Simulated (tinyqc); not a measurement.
Thin film between two gates, subbands and threshold shift from confinement: one step of the calculation.

Undoped body with a flat potential across it, hard walls, transport along x. Three valley pairs (g = 2 each) with the longitudinal mass along x, y or z. Non-parabolicity enters the subband edges through E (1 + al E) = gamma, so E = 2 gamma/(1 + sqrt(1 + 4 al gamma)); motion within a subband is taken as parabolic with the band-edge mass. Energies are counted from the bulk band edge.

Task. Threshold shift. Each subband has N_k = g sqrt(mx my) m0 kB T/(pi hbar^2); without degeneracy n = exp(EF/Vt) sum N_k exp(-E_k/Vt). Classical value Nc times t, Nc = sum over valleys of 2 g (m m0 kB T/(2 pi hbar^2))^1.5 with m = (mx my mz)^(1/3). Threshold shift dVT = Vt ln(classical value/sum N_k exp(-E_k/Vt)). Use the subbands listed.

Inputs (values chosen for the exercise); masses close to those of silicon:
```
symbol,value,unit,meaning
T,77,K,temperature
ml,0.912,m0,longitudinal mass
mt,0.191,m0,transverse mass
t,9.8,nm,film thickness (along z)
```

Constants: q = 1.602176634e-19 C, kB = 1.380649e-23 J/K, hbar = 1.054571817e-34 J s, m0 = 9.1093837015e-31 kg, Vt = kB T/q. Results are converted to the units shown.

```
subband,E_k (eV),N_k (cm^-2)
z1,0.0040337600,1.0588250e12
z2,0.016038958,1.0588250e12
x1,0.019116797,2.3136886e12
y1,0.019116797,2.3136886e12
z3,0.035738443,1.0588250e12
z4,0.062704409,1.0588250e12
```

Give: shares; sum N_k exp(-E_k/Vt); Nc; classical value; dVT.

Result.

```
subband,shares (%)
z1,61.636
z2,10.094
x1,13.871
y1,13.871
z3,0.518
z4,0.009
```

sum N_k exp(-E_k/Vt) = 9.3534e11 cm^-2
Nc = 3.5712e18 cm^-3
classical value = 3.4997e12 cm^-2
dVT = 8.7555 mV

Computed by the program tinyqc: `OMP_NUM_THREADS=1 python tinyqc.py 2350098 2350099 out.jsonl`, one thread of a shared Intel Xeon 2.30GHz, about 0.05 s for the whole run.
